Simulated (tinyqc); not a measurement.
Which coupling does what: hole subbands of a hard-walled well, four-band Luttinger model.

Hole energies are counted downwards from the unstrained band edge, c = hbar^2/2m0. After the usual block transformation one block is H = [[P + Q - Zs, R - i S], [R + i S, P - Q + Zs]] in (heavy, light), with P +/- Q = c [(g1 +/- g2) k^2 + (g1 -/+ 2 g2) kz^2], R = sqrt(3) c gR k^2, S = 2 sqrt(3) c g3 k kz, kz = -i d/dz; axial approximation gR = (g2 + g3)/2. Zs = b (e_par - e_perp) is the shear part of the strain (the hydrostatic part shifts all levels alike and is left out). Basis sqrt(2/L) sin(n pi z/L), n = 1 to N, for each component: kz^2 gives (n pi/L)^2 and the heavy-light block is R delta_nm - 2 sqrt(3) c g3 k D_nm with D_nm = 4 n m/(L (n^2 - m^2)) for n + m odd, 0 otherwise. The other block has the same levels. The split-off band is left out.

Constants: hbar^2/2m0 = 3.80998211 eV angstrom^2.

Values chosen for the exercise (near those of GaAs; not measured data):
- g1 = 7.04 (Luttinger gamma1)
- g2 = 2.06 (gamma2)
- g3 = 2.96 (gamma3)
- L = 70 angstrom (well width along [001])
- Zs = 0 eV (shear strain energy)
- k = 0.0468 1/angstrom (wave vector in the plane)

N = 20, at the given k. Diagonal: R = S = 0. Along [100] and [110] gR is g2 and g3 instead of their mean.

Cases:

| model |
|---|
| diagonal |
| R alone |
| S alone |
| axial |
| [100] |
| [110] |

Rank the cases by E1, lowest first.

Answer: [110], axial, [100], S alone, R alone, diagonal.

Hole energies (meV):

| model | E1 | E2 | E3 | E4 |
|---|---|---|---|---|
| diagonal | 98.35 | 127.20 | 165.57 | 277.61 |
| R alone | 73.73 | 151.81 | 159.71 | 275.16 |
| S alone | 64.87 | 76.62 | 184.23 | 191.29 |
| axial | 46.75 | 83.90 | 183.89 | 196.80 |
| [100] | 51.25 | 82.91 | 184.03 | 194.99 |
| [110] | 42.01 | 84.47 | 183.68 | 198.97 |

The couplings move E1 by -51.60 meV: R alone by -24.61, S alone by -33.47, so S matters more at k L/pi = 1.04 (R grows as k^2 and joins equal n, S as k and joins n of opposite parity). Warping spreads E1 by 9.24 meV between [100] and [110], the hole being heavier along [110]; the axial value lies between them.

Run: tinyqc, `OMP_NUM_THREADS=1 python tinyqc.py 1252342 1252343 out.jsonl`; Intel(R) Xeon(R) Processor @ 2.30GHz, one thread, shared host; about 0.1 s of CPU time with all checks.
